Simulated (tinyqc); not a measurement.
Hexagonal on-chip spiral inductor, lumped pi model: one step of the calculation.

Outer diameter do = di + 2 n wd + 2 (n - 1) sp, mean da = (do + di)/2, fill p = (do - di)/(do + di), length l = 3.464 n da. L = 2.33 mu0 n^2 da/(1 + 3.82 p), mu0 = 4 pi 1e-7 H/m. Rs = rho l/(wd delta (1 - exp(-th/delta))), delta = sqrt(rho/(pi f mu0)). Cs = n wd^2 eps0 eo/hu across the coil. At each end Cox = l wd eps0 eo/(2 ho) leads to the substrate branch Rsi = 2 rs he/(l wd) in parallel with Csi = l wd eps0 11.7/(2 he). With one end grounded Y = 1/(Rs + i w L) + i w Cs + 1/[1/(i w Cox) + 1/(1/Rsi + i w Csi)], w = 2 pi f; Q = -Im Y/Re Y. Eddy currents in neighbouring turns and in the substrate are left out.

Problem. Geometry and model elements. do, l, L, delta, Rs, Cs, Cox, Rsi and Csi as defined.

Values chosen for this exercise; values of the order met in silicon radio-frequency processes:
```
symbol  value     unit                                     meaning
n         2.5                                      number of turns
wd         15       um                                  line width
sp        1.5       um                         space between turns
di         40       um                              inner diameter
th          2       um                             metal thickness
rho         3  uohm cm                           metal resistivity
ho          5       um                        oxide below the coil
hu        1.3       um            oxide between coil and underpass
eo          3                   relative permittivity of the oxide
rs          1   ohm cm                       substrate resistivity
he         50       um  effective spreading depth in the substrate
f         2.1      GHz                                   frequency
```

Constants: eps0 = 8.8541878128e-12 F/m. Results are converted to the units shown.

Find: do; l; L; delta; Rs; Cs; Cox; Rsi; Csi.

Solution.

do = 119.50 um
l = 690.63 um
L = 0.50255 nH
delta = 1.9023 um
Rs = 1.1162 ohm
Cs = 11.493 fF
Cox = 27.518 fF
Rsi = 96.530 ohm
Csi = 10.732 fF

Numbers from tinyqc (`OMP_NUM_THREADS=1 python tinyqc.py 2302114 2302115 out.jsonl`; about 0.01 s on one thread of a shared Intel Xeon 2.30GHz).
